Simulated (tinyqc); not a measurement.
From results back to parameters: smearing for a one-band metal on the fcc lattice. Two cases, with inputs chosen for the exercise.

Problem. With Gaussian smearing, f = erfc(x)/2, s = exp(-x^2)/(2 sqrt(pi)), x = (E_k - mu)/sigma and free energy F = E - sigma S, small widths give F(sigma) = E0 - D sigma^2/4, where D is the density of states at the Fermi level (both spins, per cell). F at two widths was computed from hidden E0 and D.

Case 1.

Values chosen: s1 = 0.116 eV; s2 = 0.232 eV.
F(s1) = -2.8927555 eV
F(s2) = -2.9121221 eV

Case 2.

Values chosen: s1 = 0.107 eV; s2 = 0.214 eV.
F(s1) = -2.4122855 eV
F(s2) = -2.4167420 eV

Find: D; E0.

Solution. D = 4 (F(s1) - F(s2))/(s2^2 - s1^2); E0 = F(s1) + D s1^2/4.

Case 1.

D = 1.919 1/eV
E0 = -2.8863 eV

Case 2.

D = 0.519 1/eV
E0 = -2.4108 eV

Computed by tinyqc, one run a case: `OMP_NUM_THREADS=1 python tinyqc.py N N+1 out.jsonl` with N = 1681727, 1681732; one thread of a shared Intel(R) Xeon(R) Processor @ 2.30GHz, about 0.3 s a run at most.
